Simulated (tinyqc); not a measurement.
Eight-band Kane k.p model: sweeps and comparisons. A value that a table varies takes the place of the one given here.

Eight-band Kane model, basis S, X, Y, Z times spin, zero of energy at the top of the unstrained valence band, c = hbar^2/2m0. Within each spin: H_SS = Eg + A c k^2, H_SX = i P kx (likewise Y, Z), H_XX = -Dso/3 + L kx^2 + M (ky^2 + kz^2), H_XY = N kx ky, and cyclic. Spin-orbit term (Dso/3) L.sigma on X, Y, Z with (L_k)_ij = -i epsilon_kij: <X+|H|Y+> = -i Dso/3, <X+|H|Z-> = Dso/3, <Y+|H|Z-> = -i Dso/3, <Z+|H|X-> = -Dso/3, <Z+|H|Y-> = i Dso/3, <X-|H|Y-> = i Dso/3, and their conjugates; + and - are the spin along z. Terms from inversion asymmetry are left out, so every level is twofold.

P = sqrt(Ep c); A = 1/me - Ep (Eg + 2 Dso/3)/(Eg (Eg + Dso)) keeps the electron mass; g1' = g1 - Ep/(3 Eg), g2' = g2 - Ep/(6 Eg), g3' = g3 - Ep/(6 Eg) remove the coupling to S that the Luttinger values already hold; L = -c (g1' + 4 g2'), M = -c (g1' - 2 g2'), N = -6 c g3'.

Constants: hbar^2/2m0 = 3.80998211 eV angstrom^2.

Parameters, chosen for this exercise (near those of InSb; not measured data): Eg = 0.234 eV (gap at Gamma to the s-like level); Dso = 0.817 eV (spin-orbit splitting); Ep = 23.4 eV (Kane energy); me = 0.0134 m0 (electron mass at Gamma); g1 = 34.79 (Luttinger gamma1); g2 = 15.51 (gamma2); g3 = 16.53 (gamma3); kmax = 0.1 1/angstrom (end of the path).

## Non-parabolicity of the conduction band

Unstrained, along [111], six points up to kmax. Parabolic: E = c k^2/me. Two-band form: E (1 + alpha E) = c k^2/me with alpha = (1 - me)^2/Eg. The column alpha(k) solves that form for alpha with the eight-band energy. Energies from the conduction edge.

Energies:
```
|k| (1/angstrom),parabolic (eV),two-band (eV),eight-band (eV),alpha(k) (1/eV),parabolic / eight-band
0.0167,0.0790,0.0627,0.0633,3.914,1.248
0.0333,0.3159,0.1805,0.1849,3.830,1.708
0.0500,0.7108,0.3103,0.3218,3.758,2.209
0.0667,1.2637,0.4439,0.4647,3.701,2.720
0.0833,1.9745,0.5792,0.6108,3.655,3.233
0.1000,2.8433,0.7152,0.7589,3.619,3.747
```

alpha = 4.160 1/eV

At the last point the parabola lies a factor 3.75 above the eight-band value, and the two-band form 43.7 meV below it. Even the first point is more than 5 % off the parabola. alpha(k) goes from 3.914 to 3.619 1/eV, a spread of 7.5 % over this range; the simple rule gives 4.160, 6 % above the first value, as it knows neither Dso nor the remote terms.

## Four, six or eight bands for the holes

Unstrained, along [100]. Six bands: the X, Y, Z block alone with the full g1, g2, g3 in L, M, N. Four bands: the same with Dso sent to infinity. HH, LH and SO name the pairs from the top.

Valence levels (eV):
```
|k| (1/angstrom),HH 4,HH 6,HH 8,LH 4,LH 6,LH 8,SO 6,SO 8
0.0167,-0.0040,-0.0040,-0.0040,-0.0696,-0.0669,-0.0545,-0.8566,-0.8264
0.0333,-0.0160,-0.0160,-0.0160,-0.2786,-0.2315,-0.1516,-1.0113,-0.8545
0.0500,-0.0359,-0.0359,-0.0359,-0.6268,-0.3951,-0.2497,-1.3801,-0.9008
0.0667,-0.0638,-0.0638,-0.0638,-1.1144,-0.5032,-0.3414,-2.0173,-0.9641
0.0833,-0.0997,-0.0997,-0.0997,-1.7412,-0.5787,-0.4263,-2.9000,-1.0417
0.1000,-0.1436,-0.1436,-0.1436,-2.5073,-0.6436,-0.5066,-4.0062,-1.1306
```

At |k| = 0.1000 the heavy holes of the three models span 0.0 meV and the light holes 2000.8 meV. The split-off band moves the light hole by +1863.7 meV and treating the conduction band exactly moves it by +137.0 meV more; the split-off band matters more here, where the four-band light-hole energy is 3.07 times Dso and 10.72 times Eg. The four-band light hole has even passed below -Dso = -0.817 eV, where that model has no meaning.

## Far from Gamma

Pairs 3 and 4 along [100] out to 3.2 1/angstrom, beyond the zone edge but about the reach pi/h of a grid with h = 1 angstrom, with Ep as given and with Ep rescaled so that A = 1: Ep = (1/me - 1) Eg (Eg + Dso)/(Eg + 2 Dso/3). Crossings of E = Eg/2 are found on a scan of 320 points from 0.05 to 3.2 and refined by bisection.

Levels (eV):
```
kx (1/angstrom),pair 3,pair 4,"pair 3, rescaled","pair 4, rescaled"
0.0,0.000,0.234,0.000,0.234
0.4,-2.298,4.939,-2.298,4.844
0.8,-3.601,12.618,-3.390,12.015
1.2,-3.144,23.457,-2.265,21.694
1.6,-1.591,37.728,0.548,34.015
2.0,0.882,55.602,4.932,49.092
2.4,4.171,77.181,10.797,67.014
2.8,8.216,102.526,18.075,87.848
3.2,12.983,131.671,26.716,111.643
```

A (a pure number) and L (eV angstrom^2) as given: 0.539  12.078

rescaled Ep = 23.25 eV

A and L rescaled: 1.000  9.705

Crossings of mid-gap:
```
set,number,first kx (1/angstrom)
as given,1,1.890
rescaled,1,1.551
```

Is the parameter set safe for a calculation on a fine real-space grid?

No. A level crosses the middle of the gap at kx = 1.890 1/angstrom; a grid of step h reaches k = pi/h, so one with h below about 1.7 angstrom can return spurious states, and finite differences, which weaken the linear term at large k, can do so on coarser grids too. At large kx the S and X states dominate and (A c k^2)(L k^2) - P^2 k^2 must vanish for a state in the gap, which needs A L > 0, near k = P/sqrt(A c L); here A = 0.539 and L = 12.078 have the same sign, which puts the estimate at 1.90 1/angstrom. In the rerun with Ep = 23.25 eV, A = 1.000 and L = 9.705 have the same sign, and a level crosses at kx = 1.551, so the rescaling is no cure here. Electron, heavy- and light-hole masses at Gamma are the same for both sets.

## What each parameter does

Unstrained; levels at |k| = kmax along [111], all derived values formed anew. Each row changes one parameter from the base and keeps the others.

Results:
```
case,conduction (eV),heavy hole (eV),light hole (eV),split-off (eV)
base,0.9929,-0.0659,-0.4712,-1.1848
Eg = 0.2574 eV,1.0628,-0.0659,-0.4735,-1.3383
Dso = 0.8987 eV,1.0011,-0.0659,-0.4881,-1.2374
Ep = 21.06 eV,1.0298,-0.0659,-0.4656,-1.3261
me = 0.0121 m0,1.1902,-0.0659,-0.4230,-1.1247
g1 = 31.311,1.0473,0.0666,-0.3606,-1.0847
g2 = 13.959,0.9929,-0.0659,-0.4712,-1.1848
g3 = 18.183,0.9092,0.0600,-0.3892,-1.3090
```

The largest shifts from the base row, up to three for each result and ties (the steps differ in size, so this ranks the rows, not the parameters). conduction (eV): me +0.1972, g3 -0.0837, Eg +0.0699; unchanged at the printed digits by g2. heavy hole (eV): g1 +0.1325, g3 +0.1260; unchanged at the printed digits by Eg, Dso, Ep, me and g2. light hole (eV): g1 +0.1106, g3 +0.0820, me +0.0482; unchanged at the printed digits by g2. split-off (eV): Eg -0.1535, Ep -0.1413, g3 -0.1243; unchanged at the printed digits by g2. Along [111] the heavy hole follows g1 - 2 g3 alone.

Program tinyqc; command `OMP_NUM_THREADS=1 python tinyqc.py 1050190 1050191 out.jsonl`; about 0.1 s on one thread of a shared Intel(R) Xeon(R) Processor @ 2.30GHz.
